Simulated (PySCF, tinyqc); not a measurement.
Worked calculation: CISD on RHF in the 3-21g basis, for H2, spin multiplicity 1. The lowest restricted solution is unstable here: a spin-polarised one lies 0.0008 hartree lower (PySCF). One step of it, computed by the program tinyqc.

Question. Iteration 8 (converged): orbitals. Diagonalise F' = X^T F X, C = X C', fill 1 alpha and 1 beta electrons from the bottom; D = 2 C_occ C_occ^T. Each column has its largest component positive (the first on a tie).

converged F (hartree):
```
           1H 1s      1H 2s      2H 1s      2H 2s
1H 1s   0.266645  -0.372661  -0.285946  -0.338919
1H 2s  -0.372661  -0.275171  -0.338919  -0.339114
2H 1s  -0.285946  -0.338919   0.266645  -0.372661
2H 2s  -0.338919  -0.339114  -0.372661  -0.275171
```

X:
```
           1H 1s      1H 2s      2H 1s      2H 2s
1H 1s   1.240139  -0.484200   0.023942   0.023391
1H 2s  -0.484200   1.474181   0.023391  -0.466625
2H 1s   0.023942   0.023391   1.240139  -0.484200
2H 2s   0.023391  -0.466625  -0.484200   1.474181
```

Give: F' = X^T F X; orbital energies; coefficients C; D after iteration 8.

Answer.

F' = X^T F X (hartree):
```
         1        2        3        4
1   0.7716  -0.6267  -0.1039  -0.1342
2  -0.6267   0.2414  -0.1342  -0.2083
3  -0.1039  -0.1342   0.7716  -0.6267
4  -0.1342  -0.2083  -0.6267   0.2414
```

orbital energies (hartree): MO1 -0.4741, MO2 0.1261, MO3 1.1748, MO4 1.1991

coefficients C:
```
          MO1      MO2      MO3      MO4
1H 1s  0.2246   0.1723   0.9245  -0.9158
1H 2s  0.4121   0.9498  -0.6663   1.0536
2H 1s  0.2246  -0.1723   0.9245   0.9158
2H 2s  0.4121  -0.9498  -0.6663  -1.0536
```

D after iteration 8:
```
        1H 1s   1H 2s   2H 1s   2H 2s
1H 1s  0.1009  0.1851  0.1009  0.1851
1H 2s  0.1851  0.3397  0.1851  0.3397
2H 1s  0.1009  0.1851  0.1009  0.1851
2H 2s  0.1851  0.3397  0.1851  0.3397
```
